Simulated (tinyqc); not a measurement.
Plane-wave Kohn-Sham cycle with exchange-only LDA in a layered model solid, step by step. Computed by tinyqc, a small Python program that keeps every step. Settings: points = 16, plane-wave index or count = 2, electrons = 4, k points = 1, area = 12.0, mixing = 0.1, iteration cap = 51, Kerker q0 = 0.99. Command: `OMP_NUM_THREADS=1 python tinyqc.py 29237 29238 out.jsonl` (the two numbers bound the seeds that draw the settings). One thread of a shared host (Intel(R) Xeon(R) Processor @ 2.60GHz), about 0.01 s of CPU time with the checks.

A solid whose potential varies along x alone (atomic units):
```
parameter                      value
period a                   17.200000
cross-section of the cell  12.000000
electrons per cell                 4
grid points                       16
plane waves -n..n, n               2
k points                           1
V1 in V1 cos(2 pi x/a)     -0.520000
V2 in V2 cos(4 pi x/a)     -0.250000
```

Stop when sqrt(dV sum R^2) is below 1e-8, dV = a A/N.

Course of the cycle:
```
iteration  E (hartree)  norm of the residual
1          -1.90247008              2.78e-01
2          -1.82347373              2.74e-01
3          -1.74668636              2.69e-01
4          -1.67206760              2.65e-01
5          -1.59958327              2.61e-01
6          -1.52920658              2.57e-01
7          -1.46091974              2.52e-01
8          -1.39471608              2.48e-01
9          -1.33060295              2.43e-01
10         -1.26860569              2.39e-01
11         -1.20877318              2.34e-01
...                ...                   ...
41         -0.96171878              2.00e-01
42         -0.95962807              7.43e-02
43         -0.95589127              6.87e-02
44         -0.95271970              6.35e-02
45         -0.95116105              1.98e-01
46         -0.95899592              7.09e-02
47         -0.95549097              6.56e-02
48         -0.95250421              6.06e-02
49         -0.94996613              5.60e-02
50         -0.95042926              1.98e-01
51         -0.95643855              6.46e-02
```

Can the last value be used, and what does the course show?

Not by the stop rule. Not converged within 51 iterations: the residual wanders without falling. Reruns (cap 100 unless said): mixing 0.5, Kerker q0 1.0: not converged; mixing 0.3, Pulay depth 5: not converged; the original settings with a cap of 400: not converged.
